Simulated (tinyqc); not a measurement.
# Two-mode optical phonons of a ternary alloy from two coupled oscillators, step by step

A worked calculation. Computed by tinyqc, a small Python program that keeps every step. Command: `OMP_NUM_THREADS=1 python tinyqc.py 3006635 3006636 out.jsonl twomode walk`. One thread of a shared host (Intel(R) Xeon(R) Processor @ 2.30GHz), about 0.01 s of CPU time with the checks. Intermediate numbers are printed to about 7 digits and carried at full precision; extremes and crossings named in words are read from the listed rows.

An alloy A(x)B(1-x)C has an A-C and a B-C bond oscillator. Each TO frequency moves linearly from the impurity mode (dilute end) to the TO of the pure crystal; each strength is proportional to the number of bonds.

Inputs (values chosen for the exercise, modelled on Al(x)Ga(1-x)As, with A-C the AlAs-like and B-C the GaAs-like bond):

| quantity | value | unit |
|---|---|---|
| omega_TO of pure AC | 359.6 | 1/cm |
| omega_LO of pure AC | 401.4 | 1/cm |
| omega_TO of pure BC | 269.5 | 1/cm |
| omega_LO of pure BC | 294.3 | 1/cm |
| eps_inf of AC | 8.39 | - |
| eps_inf of BC | 10.7 | - |
| impurity mode of A in BC | 357.5 | 1/cm |
| impurity mode of B in AC | 250.1 | 1/cm |
| fraction x of A | 0.12 | - |
| damping gamma | 6.7 | 1/cm |
| electron mass m* | 0.13 | m_0 |

Constants: e^2/(4 pi eps_0) = 14.39964548 eV angstrom; hbar^2/(2 m_0) = 3.80998212 eV angstrom^2; 1 THz = 33.35640952 1/cm; h x 1 THz = 4.135667696 meV.

## The two oscillators

omega_1 = (impurity mode of A) + x (omega_TO,AC - impurity mode of A); omega_2 = (impurity mode of B) + (1 - x)(omega_TO,BC - impurity mode of B); eps_inf = x eps_AC + (1 - x) eps_BC; strengths W_1 = x eps_AC (omega_LO,AC^2 - omega_TO,AC^2), W_2 = (1 - x) eps_BC (omega_LO,BC^2 - omega_TO,BC^2).

omega_1 (A-C, TO) = 357.752 1/cm

omega_2 (B-C, TO) = 267.172 1/cm

eps_inf = 10.4228

W_1 = 32026.11 1/cm^2

W_2 = 131656.8 1/cm^2

## LO modes, coupled by the field

eps(omega) = eps_inf + W_1/(omega_1^2 - omega^2) + W_2/(omega_2^2 - omega^2) = 0 is the eigenproblem of the matrix [[omega_1^2 + W_1/eps_inf, sqrt(W_1 W_2)/eps_inf], [sqrt(W_1 W_2)/eps_inf, omega_2^2 + W_2/eps_inf]] for omega_LO^2. Uncoupled values keep the diagonal alone. eps_s = eps_inf + W_1/omega_1^2 + W_2/omega_2^2.

matrix (1/cm^2):
```
          1        2
1  131059.2   6230.0
2    6230.0  84012.5
```

lower LO mode = 288.4467 1/cm

upper LO mode = 363.1394 1/cm

uncoupled values (1/cm): 289.8491  362.0210

eps_s = 12.51746

The field pushes the upper mode up by 1.12 and the lower one down by 1.40 per cm; the lower LO stays between the two TO modes.

## Share of the polar coupling

The polar coupling of mode j is c_j = (u_j . sqrt(W))^2/(eps_inf^2 omega_j^2), u_j its eigenvector and omega_j here its LO frequency; the c_j add up to 1/eps_inf - 1/eps_s. Froehlich constant alpha_j = (e^2/(4 pi eps_0)) c_j k_j/(2 E_j), E_j = h c omega_j, k_j = sqrt(m* E_j/(hbar^2/(2 m_0))).

c_j, lower and upper mode: 0.01254316  0.003511917

share of the upper mode = 0.2187419

alpha_j, lower and upper mode: 0.08821105  0.02201184

The upper mode holds 22 % of the coupling, against 12 % of the ionic part of eps_s for the upper oscillator: the field moves strength to the higher mode.

## Reflectivity

With damping, each denominator is omega_j^2 - omega^2 - i gamma omega; R = |(sqrt(eps) - 1)/(sqrt(eps) + 1)|^2.

Spectrum:

| omega (1/cm) | Re eps | Im eps | R |
|---|---|---|---|
| 251 | 26.01810 | 3.043625 | 0.4537429 |
| 267 | 14.75706 | 73.42068 | 0.7000415 |
| 278 | -9.229923 | 6.423190 | 0.7182942 |
| 288 | 0.05507635 | 1.878956 | 0.1882875 |
| 294 | 2.594050 | 1.161387 | 0.07631200 |
| 336 | 9.336869 | 0.4811705 | 0.2573098 |
| 358 | 7.125618 | 13.37704 | 0.4152416 |
| 360 | 2.029016 | 9.266503 | 0.3720685 |
| 363 | 2.255838 | 3.939354 | 0.2008399 |
| 370 | 5.081207 | 1.003449 | 0.1540073 |
| 399 | 7.906494 | 0.1328231 | 0.2259720 |

## Modes across the composition range

The formulas are those given above.

Frequencies (1/cm):

| x | TO, A-C | TO, B-C | lower LO | upper LO | coupling share of the upper LO | eps_s |
|---|---|---|---|---|---|---|
| 0.02 | 357.542 | 269.112 | 293.2923 | 358.4693 | 0.0419904 | 12.72007 |
| 0.10 | 357.710 | 267.560 | 289.3938 | 362.2250 | 0.1870558 | 12.55845 |
| 0.20 | 357.920 | 265.620 | 284.7418 | 366.7247 | 0.3319410 | 12.35106 |
| 0.35 | 358.235 | 262.710 | 278.0510 | 373.2442 | 0.5029615 | 12.02840 |
| 0.50 | 358.550 | 259.800 | 271.5521 | 379.6459 | 0.6407681 | 11.69128 |
| 0.65 | 358.865 | 256.890 | 265.1360 | 386.0455 | 0.7590358 | 11.33900 |
| 0.80 | 359.180 | 253.980 | 258.7279 | 392.5250 | 0.8658721 | 10.97083 |
| 0.90 | 359.390 | 252.040 | 254.4320 | 396.9217 | 0.9335565 | 10.71618 |
| 0.98 | 359.558 | 250.488 | 250.9699 | 400.4970 | 0.9867504 | 10.50696 |

The upper LO moves from 358.5 to 400.5 and the lower from 293.3 to 251.0 per cm. At each dilute end one LO-TO pair closes onto an impurity mode. The upper LO shifts by +0.43 per cm for each per cent of x near the middle, which is how Raman spectra measure composition. Its share of the polar coupling passes one half between x = 0.2 and 0.35.

Checks made by the program: generalised Lyddane-Sachs-Teller relation (relative difference below 1e-10); sum of the couplings (relative difference below 1e-10).
